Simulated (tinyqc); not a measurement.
Inside a calculation. Method: MP2 on RHF in the sto-6g basis, for H2, spin multiplicity 1. One step of it, computed by the program tinyqc.

Question. Second-order Moller-Plesset energy. E2 = sum_ijab (ia|jb) [2 (ia|jb) - (ib|ja)] / (e_i + e_j - e_a - e_b) over occupied i, j and virtual a, b; the opposite-spin part is (ia|jb)^2 / denominator, the rest is same-spin, and SCS-MP2 scales them by 6/5 and 1/3.

orbital energies (hartree): [-0.450564, 0.376645]

Two-electron integrals over orbitals (pq|rs), unique and non-zero (hartree):
```
(11|11) 0.605170   (21|21) 0.205173   (22|11) 0.604175   (22|22) 0.633971
```

Hartree-Fock energy = -1.03591753 hartree

Give: Terms; Pair energies; MP2 correlation energy; SCS-MP2 correlation energy; MP2 total energy.

Answer.

Terms:
```
i  j  a  b  (ia|jb)  (ib|ja)  denominator     term
1  1  2  2   0.2052   0.2052      -1.6544  -0.0254
```

Pair energies (hartree; pair i-j sums ij and ji):
```
pair  opposite spin  same spin
1-1         -0.0254     0.0000
```

MP2 correlation energy = -0.025445 hartree

SCS-MP2 correlation energy = -0.030534 hartree

MP2 total energy = -1.061362 hartree
